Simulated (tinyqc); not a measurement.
# An Irvin curve: changing the peak concentration

Model: sheet resistance and Hall data of a diffused or implanted layer. Computed by tinyqc, a small Python program. Command: `OMP_NUM_THREADS=1 python tinyqc.py 3005549 3005550 out.jsonl layer sweep`. One thread of a shared host (Intel(R) Xeon(R) Processor @ 2.30GHz), about 0.01 s of CPU time with the checks.

Carriers are taken equal to the net active doping down to the junction (full ionisation, which deep dopants in wide-gap hosts do not reach; no spill-over, no depletion), and the Hall factor is 1.

Inputs (values chosen for the exercise, modelled on nitrogen in 4H-SiC):
```
quantity                                 value        unit
mu_min                                    41.8  cm^2/(V s)
mu_max                                     953  cm^2/(V s)
N_ref                                  2.1e+17      1/cm^3
exponent alpha                            0.62           -
length scale l                              13          nm
background doping N_B (opposite type)  6.6e+14      1/cm^3
```

Profile: box. Activation: complete.

Constants: e = 1.602176634e-19 C.

Method:
- N(x) = N_0 down to x_j = l, dose N_0 l.
- Mobility mu = mu_min + (mu_max - mu_min)/(1 + (N_t/N_ref)^alpha), N_t = active doping + N_B; carriers n = active doping - N_B, all dopants active.
- Integrals from x_0 (0 unless stated) to x_j by the midpoint rule on 400 even intervals: 1/R_s = e int n mu dx; sheet density n_s = int n dx; Hall sheet density (int n mu dx)^2/int n mu^2 dx; Hall mobility int n mu^2 dx/int n mu dx.
- Mean conductivity 1/(R_s x_j); mean mobility 1/(e n_s R_s).

One run for each value; columns: (1) peak concentration N_0 (1/cm^3); (2) mean conductivity 1/(R_s x_j) (S/cm); (3) sheet resistance R_s (ohm); (4) Hall mobility (cm^2/(V s)); (5) junction depth x_j (nm); (6) sheet density n_s (1/cm^2):
```
(1)         (2)        (3)    (4)  (5)        (6)
1.30e+16   1.60  4.794e+05  811.6   13  1.604e+10
2.10e+16   2.52  3.050e+05  774.0   13  2.644e+10
3.20e+16   3.69  2.086e+05  734.5   13  4.074e+10
5.00e+16   5.42  1.418e+05  686.2   13  6.414e+10
7.90e+16   7.91  9.723e+04  630.3   13  1.018e+11
1.20e+17  10.99  6.998e+04  574.9   13  1.551e+11
1.90e+17  15.50  4.962e+04  511.0   13  2.461e+11
3.00e+17  21.43  3.589e+04  446.9   13  3.891e+11
4.70e+17  29.01  2.652e+04  385.7   13  6.101e+11
7.30e+17  38.51  1.997e+04  329.6   13  9.481e+11
```

Over the rows, mean conductivity 1/(R_s x_j) (S/cm) rises from 1.60 to 38.5 (exponent d ln y / d ln x 0.94 between the first rows and 0.64 between the last); sheet resistance R_s (ohm) falls from 479000 to 20000 (exponent d ln y / d ln x -0.94 between the first rows and -0.64 between the last); Hall mobility (cm^2/(V s)) falls from 812 to 330 (exponent d ln y / d ln x -0.099 between the first rows and -0.36 between the last).

Caution (all rows): the layer is not thick against surface and junction depletion widths, which remove carriers that this model counts.

Extremes, crossings and ranges named in words are read from the listed rows.
